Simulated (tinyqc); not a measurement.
Specific resistance of a metal-semiconductor contact and its transmission-line measurement: one step, computed by the program tinyqc. Command: `OMP_NUM_THREADS=1 python tinyqc.py 3019845 3019846 out.jsonl contact walk`. One thread of a shared host (Intel(R) Xeon(R) Processor @ 2.30GHz), about 0.01 s of CPU time with the checks.

The barrier is parabolic (depletion approximation), energies E are normal energies counted from the band edge in the neutral semiconductor (downwards for holes), and the bias is zero. xi is an input, held fixed when other inputs move.

Question. Current crowding. Transmission-line model: transfer length L_T = sqrt(rho_c/R_sh); R_c = (R_sh L_T/W) coth(d/L_T). Limits: rho_c/(W d) for d << L_T, sqrt(rho_c R_sh)/W for d >> L_T.

Inputs (values chosen for the exercise, modelled on n-type In0.53Ga0.47As):
```
quantity,value,unit
temperature T,400,K
sheet resistance R_sh,6.6,ohm
contact length d,0.047,micrometre
contact width W,2.5,micrometre
```

Image-force lowering: included.

specific contact resistance rho_c = 7.933313e-09 ohm cm^2

Give: transfer length L_T; d/L_T; contact resistance R_c; R_c W; short-contact limit; long-contact limit.

Answer.

transfer length L_T = 0.3467 micrometre

d/L_T = 0.1356

contact resistance R_c = 6.793 ohm

R_c W = 16.98 ohm micrometre

short-contact limit = 6.752 ohm

long-contact limit = 0.9153 ohm

The contact is short: the whole area carries current, and R_c scales as 1/d.
